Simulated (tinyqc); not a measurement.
# Non-radiative capture by multiphonon emission, one effective mode, step by step

A worked calculation. Computed by tinyqc, a small Python program that keeps every step. Command: `OMP_NUM_THREADS=1 python tinyqc.py 3029194 3029195 out.jsonl capture walk`. One thread of a shared host (Intel(R) Xeon(R) Processor @ 2.30GHz), about 0.01 s of CPU time with the checks. Intermediate numbers are printed to about 6 digits and carried at full precision; extremes and crossings named in words are read from the listed rows.

The initial state (free carrier plus empty centre) lies dE above the final state; both have the same frequency and are displaced by dQ.

Inputs (values chosen for the exercise, for a model semiconductor): energy released dE = 0.189 eV; phonon energy hbar omega = 37.8 meV; Huang-Rhys factor S = 2.19; electron-phonon coupling W = 0.0099 eV/(u^(1/2) angstrom); cell volume V = 806 angstrom^3; degeneracy g = 2; broadening b = 28 meV; carrier mass m = 0.688 m_0; dielectric constant eps = 13.9; temperature T = 200 K; defect density N_t = 2e+15 cm^-3.

Centre: attractive.

Constants: hbar^2/u = 4.18015928e-03 eV angstrom^2; k_B = 8.617333262e-05 eV/K; hbar = 6.582119569e-16 eV s; Ry = 13.605693123 eV; k_B = 1.380649e-23 J/K; m_0 = 9.1093837015e-31 kg.

## Geometry of the two curves

dQ = sqrt(2 S (hbar^2/u)/hbar omega); relaxation energy lambda = S hbar omega; phonons needed P = dE/hbar omega; classical barrier E_b = (dE - lambda)^2/(4 lambda); occupation n = 1/(exp(hbar omega/k_B T) - 1).

dQ = 0.695965 u^(1/2) angstrom

lambda = 0.082782 eV

P = 5

classical barrier E_b = 0.0340722 eV

occupation n = 0.125560

dE exceeds lambda: the inverted case usual for deep centres, in which the curves cross on the far side of the initial minimum.

## Phonon weights near resonance

Huang-Rhys weight for a net emission of p phonons: L_p = exp(-S (2n + 1)) ((n + 1)/n)^(p/2) I_p(2 S sqrt(n (n + 1))), I_p the modified Bessel function. M_p = sum_m w_m <m_i|Q|(m + p)_f>^2 with Q counted from the final minimum and Boltzmann weights w_m for m = 0..24; <m_i|Q|k_f> = sqrt((hbar^2/u)/(2 hbar omega)) [sqrt(k) <m|k-1> + sqrt(k+1) <m|k+1>], with overlaps of oscillators displaced by d = sqrt(2 S) summed on 1500 points from -16 to 16 + d. The delta function is a Gaussian of standard deviation b at dE - p hbar omega.

Weights:
```
p       L_p  M_p (u angstrom^2)  Gaussian (1/eV)
2  0.244431            0.108346      3.90836e-03
3  0.190428            0.129507      3.72176e-01
4  0.113584            0.109882      5.72798e+00
5  0.054778            0.071498      1.42479e+01
6  0.022151            0.037514      5.72798e+00
7  0.007708            0.016436      3.72176e-01
8  0.002353            0.006169      3.90836e-03
```

## Capture coefficient before scaling

C_0 = V (2 pi/hbar) g W^2 sum_p M_p Gaussian_p. The sum runs over the seven p from round(P) - 3 to round(P) + 3; 1 angstrom^3 = 1e-24 cm^3.

sum_p M_p Gaussian_p = 1.91774 u angstrom^2/eV

C_0 = 2.89228e-09 cm^3/s

## Scaled coefficient, cross-section and lifetime

Sommerfeld factor of an attractive centre: s(k) = 2 pi nu/(1 - exp(-2 pi nu)), nu = sqrt(Ry*/E), Ry* = Ry m/eps^2, averaged over (2/sqrt(pi)) sqrt(x) exp(-x) dx with x = E/k_B T = t^2 (trapezoid, t to 6 in steps of 0.01). C = s C_0; v = sqrt(3 k_B T/m); sigma = C/v; tau = 1/(C N_t).

Sommerfeld factor s = 11.8919

capture coefficient C = 3.43947e-08 cm^3/s

thermal velocity v = 1.14968e+07 cm/s

cross-section sigma = 2.99166e-15 cm^2

capture time = 1.45371e-08 s

## Quantum against classical capture

C_0 = V (2 pi/hbar) g W^2 sum_p M_p Gaussian_p. Here the sum runs over all p. Classical (Marcus) form: replace the sum by Q_c^2 exp(-E_b/k_B T)/sqrt(4 pi lambda k_B T), Q_c = dQ (dE + lambda)/(2 lambda). The last column is -k_B d ln C_0/d(1/T) from this row and the one above.

Against temperature:
```
T (K)  C_0, quantum (cm^3/s)  C_0, classical (cm^3/s)  Sommerfeld factor  activation energy (eV)
35               2.54698e-09              4.36172e-13            28.4150                       -
66               2.55083e-09              6.40235e-11            20.6925             9.71166e-06
110              2.60253e-09              5.44654e-10            16.0292             2.85286e-04
180              2.81556e-09              1.72289e-09            12.5337             1.91771e-03
260              3.13050e-09              2.81800e-09            10.4346             5.34528e-03
390              3.58084e-09              3.81983e-09             8.5326             9.03398e-03
610              4.01162e-09              4.40258e-09             6.8485             1.05855e-02
970              4.15565e-09              4.44081e-09             5.4760             4.99603e-03
```

At 35.0 K the quantum value is 5800 times the classical one: C_0 comes from tunnelling out of the lowest level and hardly depends on T. At 970 K the ratio is 0.94. The largest apparent activation energy is 0.011 eV against the classical barrier of 0.034 eV; a barrier below one phonon energy gives no activated range. The measured coefficient is C = s C_0, and s changes by a factor 0.19 over these rows, so C changes by 0.31 where C_0 changes by 1.6.

Checks made by the program: Bessel formula against the sum over overlaps (relative difference below 1e-10).
